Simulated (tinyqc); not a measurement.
Inside a calculation. Method: one-electron ion in a basis of Gaussians. One step of it, computed by the program tinyqc.

Question. Generalised eigenproblem. Solve H C = S C e through S^(-1/2); each column has its largest component positive (the first on a tie).

H = T + V (hartree):
```
           1          2
1  -0.271755  -0.239977
2  -0.239977  -0.384924
```

S:
```
          1         2
1  1.000000  0.658936
2  0.658936  1.000000
```

Give: eigenvalues of S; eigenvalues; coefficients.

Answer.

eigenvalues of S: 0.341  1.659

eigenvalues (hartree): -0.387  -0.215

coefficients:
```
        1       2
1  -0.141   1.322
2   1.087  -0.765
```

For Z = 3 and l = 2 the exact lowest level is -Z^2/(2 n^2) with n = l + 1: -0.500000 hartree.
